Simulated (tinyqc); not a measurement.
Energy and delay of logic against supply voltage: optimum supplies against the temperature.

One expression serves below and above threshold: I(Vg) = Ik [ln(1 + exp((Vg - VT + dd V)/(al nf Vt)))]^al, with I_on = I(V) and I_off = I(0). Gate delay td = kd C V/I_on, clock period LD td. Per gate and cycle the switching energy is act C V^2 and the leakage energy I_off V LD td. No short-circuit current, no variation. Minima are sought above 0.09 V; below a few Vt gates no longer switch and the model has no meaning.

V_min minimises the energy and V_EDP the product of energy and td. VT, Ik and nf are held fixed.

Values chosen for this exercise; values of the order met in logic technologies:
- VT = 0.45 V (threshold voltage at zero drain bias)
- nf = 1.38 (slope factor)
- dd = 0.08 (barrier lowering per volt of supply)
- Ik = 2.1 uA (specific current of a gate)
- al = 1.79 (exponent of the current law)
- C = 1 fF (load capacitance of a gate)
- kd = 1.1 (delay factor)
- LD = 16 (logic depth)
- act = 0.2 (activity factor)

Constants: q = 1.602176634e-19 C, kB = 1.380649e-23 J/K, Vt = kB T/q. Results are converted to the units shown.

Optimum supplies against the temperature:
```
T (K)  V_min (V)  energy at V_min (aJ)  leakage share (%)  clock at V_min (MHz)  V_EDP (V)  clock at V_EDP (GHz)
220       0.1261                 5.440              41.51              0.005844      1.033                 13.37
250       0.1433                 7.032              41.57               0.04041      1.033                 10.63
280       0.1605                 8.838              41.71                0.1816      1.033                 8.680
310       0.1776                 10.87              41.95                0.6003      1.033                 7.234
340       0.1947                 13.15              42.33                 1.581      1.033                 6.131
```

What does the comparison show?

As T goes from 220 to 340, V_min rises from 0.126 to 0.195 V, the energy there rises from 5.44 to 13.2 aJ, the clock there rises from 0.00584 to 1.58 MHz and V_EDP stays near 1.03 V.

Numbers from tinyqc (`OMP_NUM_THREADS=1 python tinyqc.py 2082083 2082084 out.jsonl`; about 0.01 s on one thread of a shared Intel Xeon 2.30GHz).
